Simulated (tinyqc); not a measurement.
Minority-electron transport through the base of a bipolar transistor (Moll-Ross and Kroemer integrals): one step, computed by the program tinyqc.

Low injection, one dimension, x from the emitter edge (0) to the collector edge (W), s = x/W. Recombination is treated as a small correction (valid for tau_B well below tau_n), computed from the stored charge.

Question. Profile and built-in field. N(x) = N_0; n_i(x) = n_i; D(x) = (k_B T/e) mu, mu = mu_min + (mu_max - mu_min)/(1 + (N/N_ref)^0.7). Field that drives electrons towards the collector, averaged over the base: (k_B T/e) ln[N_0 n_i(W)^2/(N(W) n_i^2)]/W.

Inputs (values chosen for the exercise, modelled on silicon):

| quantity | value | unit |
|---|---|---|
| base doping at the emitter edge N_0 | 6.9e+18 | 1/cm^3 |
| base width W | 84 | nm |
| mu_min | 180 | cm^2/(V s) |
| mu_max | 1320 | cm^2/(V s) |
| N_ref | 1.3e+17 | 1/cm^3 |
| temperature T | 300 | K |

Base doping profile: uniform. Gap grading: none. Exit of the base: infinite sink.

Constants: k_B = 8.617333262e-05 eV/K.

Give: Across the base; drift factor eta (potential drop in k_B T/e); mean built-in field.

Answer.

Across the base:

| s | N (1/cm^3) | n_i(x)^2/n_i^2 | D (cm^2/s) | y (s/cm^5) |
|---|---|---|---|---|
| 0.0 | 6.90e+18 | 1 | 6.375 | 1.082e+18 |
| 0.2 | 6.90e+18 | 1 | 6.375 | 1.082e+18 |
| 0.4 | 6.90e+18 | 1 | 6.375 | 1.082e+18 |
| 0.6 | 6.90e+18 | 1 | 6.375 | 1.082e+18 |
| 0.8 | 6.90e+18 | 1 | 6.375 | 1.082e+18 |
| 1.0 | 6.90e+18 | 1 | 6.375 | 1.082e+18 |

drift factor eta (potential drop in k_B T/e) = 0

mean built-in field = 0 kV/cm
